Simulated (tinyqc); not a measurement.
Global model of a low-pressure process discharge: electron temperature, density, ion flux and ion energy: one step, computed by the program tinyqc. Command: `OMP_NUM_THREADS=1 python tinyqc.py 3112942 3112943 out.jsonl plasma walk`. One thread of a shared host (Intel(R) Xeon(R) Processor @ 2.30GHz), about 0.01 s of CPU time with the checks.

Maxwellian electrons with temperature T_e in eV, one positive ion, no negative ions, uniform bulk density n; rate constants have the Arrhenius form.

Task: Geometry factors. n_g = p/(k_B T_g); lambda_i = 1/(n_g sigma); h_L = 0.86/sqrt(3 + L/(2 lambda_i)), h_R = 0.8/sqrt(4 + R/lambda_i); A_eff = 2 pi R^2 h_L + 2 pi R L h_R; d_eff = pi R^2 L/A_eff.

Inputs (values chosen for the exercise, of the order of those of an inductive discharge in a simple atomic gas): ion-neutral cross section = 1.1e-18 m^2; pressure p = 5.2 Pa; gas temperature T_g = 500 K; radius R = 10 cm; height L = 12 cm.

Constants: k_B = 1.380649e-23 J/K.

Give: gas density n_g; ion mean free path; h_L; h_R; A_eff; d_eff.

Result:

gas density n_g = 7.5327e+20 1/m^3

ion mean free path = 0.12069 cm

h_L = 0.11845

h_R = 0.085838

A_eff = 139.14 cm^2

d_eff = 27.094 cm

Caution: at so short an ion path the formulas for h_L and h_R give way to the ambipolar-diffusion limit.
